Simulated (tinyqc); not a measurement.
Inside a calculation. Method: plane-wave Kohn-Sham cycle with exchange-only LDA in a layered model solid. One step of it, computed by the program tinyqc.

Problem. Iteration 1: Hamiltonian at one k. H(m,m') = (k + G_m)^2/2 delta + V(G_m - G_m'), with V(-G) = V(G).

A solid whose potential varies along x alone (atomic units):
```
parameter,value
period a,6.200000
cross-section of the cell,16.000000
electrons per cell,4
grid points,16
"plane waves -n..n, n",2
k points,3
V1 in V1 cos(2 pi x/a),-0.430000
```

V(G_m), m = 0, 1, 2, ... (hartree): -0.337681  -0.215000  0.000000  0.000000  0.000000

k = 0.000000 2 pi / a

Give: H.

Solution.

H (hartree):
```
,-2,-1,+0,+1,+2
-2,1.7163,-0.2150,0.0000,0.0000,0.0000
-1,-0.2150,0.1758,-0.2150,0.0000,0.0000
+0,0.0000,-0.2150,-0.3377,-0.2150,0.0000
+1,0.0000,0.0000,-0.2150,0.1758,-0.2150
+2,0.0000,0.0000,0.0000,-0.2150,1.7163
```
